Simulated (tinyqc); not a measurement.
What moves the coefficients: Boltzmann transport in a parabolic band with a power-law relaxation time.

F_j(eta) = (1/Gamma(j + 1)) integral_0^infinity x^j dx/(1 + exp(x - eta)), which tends to exp(eta) for eta << 0.

n = N F_1/2(eta) with N = 2 (m kB T/(4 pi c))^(3/2) with c = hbar^2/2m0, in 1/angstrom^3; times 1e24 for 1/cm^3, m = md.

tau = tau0 x^r with x = E/kT. With K_j = Gamma(j + 1) F_j(eta): <tau> = tau0 (r + 3/2) K_(r+1/2)/((3/2) K_(1/2)); mu = <tau>/(mc m0/e), m0/e = 5.685630e-12 kg/C; Hall factor rH = (3/2) K_(1/2) (2r + 3/2) K_(2r+1/2)/((r + 3/2) K_(r+1/2))^2; Seebeck S = -(kB/e) [(r + 5/2) K_(r+3/2)/((r + 3/2) K_(r+1/2)) - eta]; Lorenz number L = (kB/e)^2 [(r + 7/2) K_(r+5/2)/((r + 3/2) K_(r+1/2)) - ((r + 5/2) K_(r+3/2)/((r + 3/2) K_(r+1/2)))^2]; kB/e in V/K. Valley anisotropy is left out of rH.

Constants: hbar^2/2m0 = 3.80998211 eV angstrom^2; kB = 8.617333262e-05 eV/K.

Parameters, chosen for this exercise (masses near those of GaAs; tau0 is set for a mobility of the usual size at this n, kL is a free input; freeze-out and phonon drag, which matter near 77 K, are left out; not measured data): md = 0.067 m0 (density-of-states mass); mc = 0.0673 m0 (conductivity mass); tau0 = 910 fs (tau at E = kT); r = -0.5 (exponent of tau); T = 77 K; kL = 120 W/(m K) (lattice thermal conductivity); n = 1e+15 1/cm^3 (electron density).

sigma = e n mu with e = 1.602176634e-19 C; ZT = S^2 sigma T/(kL + L sigma T). Each row changes one parameter from the base and keeps the others.

Results:
```
case              mu (cm^2/(V s))  sigma (S/cm)  S (microvolt/K)        ZT
base                    1.784e+04         2.859           -520.4  4.97e-05
md = 0.087 m0           1.786e+04         2.861           -554.0  5.64e-05
mc = 0.0875 m0          1.372e+04         2.199           -520.4  3.82e-05
n = 2e+15 1/cm^3        1.780e+04         5.703           -460.8  7.77e-05
tau0 = 1365 fs          2.677e+04         4.288           -520.4  7.45e-05
kL = 60 W/(m K)         1.784e+04         2.859           -520.4  9.93e-05
T = 127 K               1.787e+04         2.863           -584.9  0.000104
```

The largest shifts from the base row, up to three for each result and ties (the steps differ in size, so this ranks the rows, not the parameters). mu (cm^2/(V s)): tau0 +8.92e+03, mc -4.12e+03, n -45.7; unchanged at the printed digits by kL. sigma (S/cm): n +2.84, tau0 +1.43, mc -0.660; unchanged at the printed digits by kL. S (microvolt/K): T -64.6, n +59.5, md -33.7; unchanged at the printed digits by mc, tau0 and kL. ZT: T +5.40e-05, kL +4.97e-05, n +2.80e-05. The row for T keeps tau0 fixed; for phonon scattering tau0 itself falls as T rises.

tinyqc: `OMP_NUM_THREADS=1 python tinyqc.py 1652019 1652020 out.jsonl`; about 0.01 s, one thread, shared Intel(R) Xeon(R) Processor @ 2.30GHz.
